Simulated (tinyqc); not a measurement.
Surface potential of a MOS transistor: implicit equation and explicit approximations: two steps of the calculation.

p-type body, charge-sheet picture, depletion and inversion only, full ionisation (an idealisation for deep acceptors), Boltzmann statistics (rough once Na exp(x - xn) passes about Nc/7). In units of Vt: xg = (Vg - Vfb)/Vt, x = psi/Vt, G = gamma/sqrt(Vt), xn = (2 phiF + Vc)/Vt. The implicit equation is (xg - x)^2 = G^2 [x - 1 + exp(x - xn)] for x above about 3. Cox = eps0 eox/tox.

Parameters, values chosen for the exercise; band and dielectric values close to those of silicon:

| symbol | value | unit | meaning |
|---|---|---|---|
| T | 400 | K | temperature |
| Eg | 1.13 | eV | band gap |
| eps_r | 11.7 |  | relative permittivity |
| Nc | 4.33e19 | cm^-3 | conduction-band density of states at T |
| Nv | 4.16e19 | cm^-3 | valence-band density of states at T |
| eox | 22.1 |  | relative permittivity of the gate insulator (close to hafnium oxide) |
| tox | 26 | nm | insulator thickness |
| Na | 2e16 | cm^-3 | acceptor density |
| Vfb | -0.72 | V | flat-band voltage |
| Vc | 0 | V | channel-body voltage |
| Vg | 0.83 | V | gate-body voltage |

Constants: q = 1.602176634e-19 C, kB = 1.380649e-23 J/K, Vt = kB T/q, eps0 = 8.8541878128e-14 F/cm where lengths are in cm. Results are converted to the units shown.

Task 1. Scales. ni = sqrt(Nc Nv) exp(-Eg/(2 Vt)), Eg in volts; phiF = Vt ln(Na/ni); gamma = sqrt(2 q eps0 eps_r Na)/Cox; VT = Vfb + Vt (xn + G sqrt(xn - 1)).

Give: phiF; gamma; G; xn; VT; xg.

Result 1.

phiF = 0.30096 V
gamma = 0.10826 V^0.5
G = 0.58313
xn = 17.462
VT = -0.036526 V
xg = 44.968

Task 2. Explicit approximation. Depletion value a = 1 + [sqrt(G^2/4 + xg - 1) - G/2]^2; inversion value b = xn + ln[(xg - xn)^2/G^2 - xn + 1] and first guess y = min(a, b) - ln(1 + exp(-|a - b|)) if a > xn + 1, else b = y = a; one second-order correction with D = exp(y - xn), p = 2 (xg - y) + G^2 (1 + D), w = (xg - y)^2 - G^2 (y - 1 + D): z = y + 2 w/(p + sqrt(p^2 - 2 (2 - G^2 D) w)), or the Newton step z = y + w/p where the root is not real.

G = 0.58313404
xn = 17.462465
xg = 44.967508

Wanted: a; b; y; p; w; z.

Result 2.

a = 41.27
b = 25.16
y = 25.16
p = 790.9
w = -366.9
z = 24.47

The root of the implicit equation is x = 24.5541; y misses it by 0.61 and z by -0.080, in units of Vt.

Numbers from tinyqc (`OMP_NUM_THREADS=1 python tinyqc.py 2122216 2122217 out.jsonl`; about 0.01 s on one thread of a shared Intel Xeon 2.30GHz).
